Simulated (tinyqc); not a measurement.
MP2 on RHF in the 6-31g basis, for H4, spin multiplicity 1, step by step. One step of it, computed by the program tinyqc.

Question. Iteration 7 (converged): orbitals. Diagonalise F' = X^T F X, C = X C', fill 2 alpha and 2 beta electrons from the bottom; D = 2 C_occ C_occ^T. Each column has its largest component positive (the first on a tie).

converged F (hartree):
```
           1H 1s      1H 2s      2H 1s      2H 2s      3H 1s      3H 2s      4H 1s      4H 2s
1H 1s  -0.004899  -0.488153  -0.530849  -0.482644  -0.072513  -0.214971   0.020834  -0.045009
1H 2s  -0.488153  -0.344429  -0.518590  -0.403173  -0.177801  -0.255541  -0.045009  -0.113156
2H 1s  -0.530849  -0.518590  -0.074234  -0.553728  -0.298539  -0.368132  -0.072513  -0.177801
2H 2s  -0.482644  -0.403173  -0.553728  -0.450426  -0.368132  -0.371143  -0.214971  -0.255541
3H 1s  -0.072513  -0.177801  -0.298539  -0.368132  -0.074234  -0.553728  -0.530849  -0.518590
3H 2s  -0.214971  -0.255541  -0.368132  -0.371143  -0.553728  -0.450426  -0.482644  -0.403173
4H 1s   0.020834  -0.045009  -0.072513  -0.214971  -0.530849  -0.482644  -0.004899  -0.488153
4H 2s  -0.045009  -0.113156  -0.177801  -0.255541  -0.518590  -0.403173  -0.488153  -0.344429
```

X:
```
               1          2          3          4          5          6          7         8
1H 1s   0.011983  -0.543651   0.891236   0.524986  -0.311613   0.600213   0.303322  0.125927
1H 2s  -2.454938   1.575871  -0.765832  -0.403673  -0.291577   0.231217   0.286108  0.183906
2H 1s  -0.608960   0.585469   0.047024   0.634540   0.890202  -0.461465   0.206135  0.166662
2H 2s   5.019709  -1.340483  -0.370961  -0.410332  -0.033861  -0.173155   0.164207  0.237919
3H 1s   0.608960   0.585469  -0.047024   0.634540  -0.890202  -0.461465  -0.206135  0.166662
3H 2s  -5.019709  -1.340483   0.370961  -0.410332   0.033861  -0.173155  -0.164207  0.237919
4H 1s  -0.011983  -0.543651  -0.891236   0.524986   0.311613   0.600213  -0.303322  0.125927
4H 2s   2.454938   1.575871   0.765832  -0.403673   0.291577   0.231217  -0.286108  0.183906
```

Give: F' = X^T F X; orbital energies; coefficients C; D after iteration 7.

Answer.

F' = X^T F X (hartree):
```
         1        2        3        4        5        6        7        8
1   0.8930   0.0000  -0.0806   0.0000  -0.4584   0.0000  -0.0428   0.0000
2   0.0000   0.9802   0.0000   0.0788   0.0000  -0.4954   0.0000  -0.0146
3  -0.0806   0.0000   1.0483   0.0000  -0.2554   0.0000   0.0742   0.0000
4   0.0000   0.0788   0.0000   0.7691   0.0000   0.0517   0.0000  -0.1965
5  -0.4584   0.0000  -0.2554   0.0000   1.0176   0.0000  -0.0390   0.0000
6   0.0000  -0.4954   0.0000   0.0517   0.0000   0.5251   0.0000   0.0100
7  -0.0428   0.0000   0.0742   0.0000  -0.0390   0.0000  -0.4829   0.0000
8   0.0000  -0.0146   0.0000  -0.1965   0.0000   0.0100   0.0000  -0.6747
```

orbital energies (hartree): MO1 -0.7012, MO2 -0.4888, MO3 0.1955, MO4 0.4093, MO5 0.8042, MO6 1.0844, MO7 1.3012, MO8 1.4711

coefficients C:
```
          MO1      MO2      MO3      MO4      MO5      MO6      MO7      MO8
1H 1s  0.1870   0.2570   0.1371   0.1064   0.5903  -0.7670  -0.7383   0.5638
1H 2s  0.1222   0.2129   1.1026  -2.1181  -0.3683  -0.5510   1.1694  -1.3946
2H 1s  0.2551   0.2075  -0.1501   0.1801   0.5292  -0.3964   0.7864  -0.9876
2H 2s  0.1862   0.3724  -0.8018   3.2208  -0.4711   2.7955  -1.0735   2.6526
3H 1s  0.2551  -0.2075  -0.1501  -0.1801   0.5292   0.3964   0.7864   0.9876
3H 2s  0.1862  -0.3724  -0.8018  -3.2208  -0.4711  -2.7955  -1.0735  -2.6526
4H 1s  0.1870  -0.2570   0.1371  -0.1064   0.5903   0.7670  -0.7383  -0.5638
4H 2s  0.1222  -0.2129   1.1026   2.1181  -0.3683   0.5510   1.1694   1.3946
```

D after iteration 7:
```
         1H 1s    1H 2s    2H 1s    2H 2s    3H 1s    3H 2s    4H 1s    4H 2s
1H 1s   0.2021   0.1552   0.2021   0.2611  -0.0113  -0.1218  -0.0622  -0.0638
1H 2s   0.1552   0.1206   0.1507   0.2041  -0.0260  -0.1131  -0.0638  -0.0608
2H 1s   0.2021   0.1507   0.2163   0.2496   0.0441  -0.0595  -0.0113  -0.0260
2H 2s   0.2611   0.2041   0.2496   0.3467  -0.0595  -0.2080  -0.1218  -0.1131
3H 1s  -0.0113  -0.0260   0.0441  -0.0595   0.2163   0.2496   0.2021   0.1507
3H 2s  -0.1218  -0.1131  -0.0595  -0.2080   0.2496   0.3467   0.2611   0.2041
4H 1s  -0.0622  -0.0638  -0.0113  -0.1218   0.2021   0.2611   0.2021   0.1552
4H 2s  -0.0638  -0.0608  -0.0260  -0.1131   0.1507   0.2041   0.1552   0.1206
```
